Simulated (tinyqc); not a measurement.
Single-junction solar cell, detailed-balance limit: where the incident power goes.

Every photon above the gap Eg makes one pair and none below is absorbed; carriers thermalise at T and move without loss. Jsc = q fs X Phi(Eg, Ts); the dark current is J0 = q ge Phi(Eg, T)/ERE with the Boltzmann factor exp(V/Vt). The efficiency is the electrical power over fs X sigma Ts^4.

Photon flux above E from a black body at temperature T into a hemisphere: Phi(E, T) = A sum_k exp(-k E/th)[E^2 th/k + 2 E th^2/k^2 + 2 th^3/k^3], k = 1, 2, ..., with th = kB T/q in eV and A = 2 pi q^3/(h^3 c^2). J(V) = Jsc - J0 (exp(V/Vt) - 1); Voc = Vt ln(1 + Jsc/J0); at maximum power v = Vmp/Vt solves (1 + v) exp(v) = 1 + Jsc/J0. Pin = fs X sigma Ts^4, sigma = 2 pi^5 kB^4/(15 h^3 c^2). Power above the gap Pg = fs X A q sum_k exp(-k Eg/th)[Eg^3 a + 3 Eg^2 a^2 + 6 Eg a^3 + 6 a^4], a = th/k at Ts. Shares: Pin - Pg; Pg - Jsc Eg/q; Jsc (Eg/q - Voc); Jsc (Voc - Vmp); (Jsc - Jmp) Vmp; Jmp Vmp.

Parameters, values chosen for the exercise: cell temperature T = 280 K; temperature of the black-body sun Ts = 5800 K; share of the hemisphere filled by the sun fs = 2.16e-5; concentration X = 500; external radiative efficiency ERE = 0.0001; number of faces that emit ge = 2; band gap Eg = 1.79 eV.

Constants: q = 1.602176634e-19 C, kB = 1.380649e-23 J/K, h = 6.62607015e-34 J s, c = 299792458 m/s, Vt = kB T/q. Results are converted to the units shown.

Shares of Pin:
```
                share (%)
below the gap      51.599
thermalisation     14.276
Eg/q to Voc        6.6512
Voc to Vmp         1.8573
Jsc to Jmp        0.45188
output             25.165
```

What do the numbers show?

The six shares add up to 100 %. The largest loss is "below the gap" with 51.6 %. The two spectral losses take 65.9 % together, more below the gap than by thermalisation: a smaller gap would shift the balance.

Numbers from tinyqc (`OMP_NUM_THREADS=1 python tinyqc.py 2820044 2820045 out.jsonl`; about 0.01 s on one thread of a shared Intel Xeon 2.30GHz).
